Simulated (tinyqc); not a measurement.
Capacitance of parallel on-chip lines from Laplace's equation on a mesh: one step of the calculation.

Cross-section of an endless row of equal lines between two grounded planes; neighbours are driven in antiphase (+1 V and -1 V), so the plane midway between two lines is at 0 V. By symmetry one quarter is solved: x runs from the centre of a line (column 0, mirror) to that midplane (column 3, 0 V), y from the mid-height of the line (row 0, mirror) to the ground plane (row 5, 0 V). The line fills columns 0 to 1 and rows 0 to 2 at 1 V. Cells beside the line (below row 2) have e2, cells above have e1. Each link between nodes has the conductance g = mean permittivity of the two cells beside it (a cell beyond a mirror counts as 0), and the free nodes obey sum g (V_neighbour - V) = 0.

Task. Capacitance per length. C = 4 eps0 sum g (difference of V)^2 over all links (twice the energy of the four quarters, line at 1 V). Plate estimate without fringing: eps0 [2 e1 w/hd + 2 e2 t/(s/2)], w = 2 hx, t = 4 hx, s/2 = 2 hx, hd = 3 hx.

Values chosen for this exercise:

| symbol | value | unit | meaning |
|---|---|---|---|
| e1 | 3.9 |  | relative permittivity above and below the lines |
| e2 | 2 |  | relative permittivity between the lines |

Constants: eps0 = 8.8541878128e-12 F/m. Results are converted to the units shown.

converged V (V):
```
	col 0	col 1	col 2	col 3
row 0	1.0000000	1.0000000	0.4882552	0.0000000
row 1	1.0000000	1.0000000	0.4765105	0.0000000
row 2	1.0000000	1.0000000	0.4177867	0.0000000
row 3	0.5704427	0.5140077	0.2632978	0.0000000
row 4	0.2537557	0.2222901	0.1213970	0.0000000
row 5	0.0000000	0.0000000	0.0000000	0.0000000
```

gx:
```
	col 0	col 1	col 2
row 0	1	1	1
row 1	2	2	2
row 2	2.95	2.95	2.95
row 3	3.9	3.9	3.9
row 4	3.9	3.9	3.9
row 5	1.95	1.95	1.95
```

gy:
```
	col 0	col 1	col 2	col 3
row 0	1	2	2	1
row 1	1	2	2	1
row 2	1.95	3.9	3.9	1.95
row 3	1.95	3.9	3.9	1.95
row 4	1.95	3.9	3.9	1.95
```

Wanted: C; plate estimate.

Result.

C = 212.8 aF/um
plate estimate = 116.9 aF/um

tinyqc, about 1 s, one thread, Intel Xeon 2.30GHz (shared host): `OMP_NUM_THREADS=1 python tinyqc.py 2790109 2790110 out.jsonl`
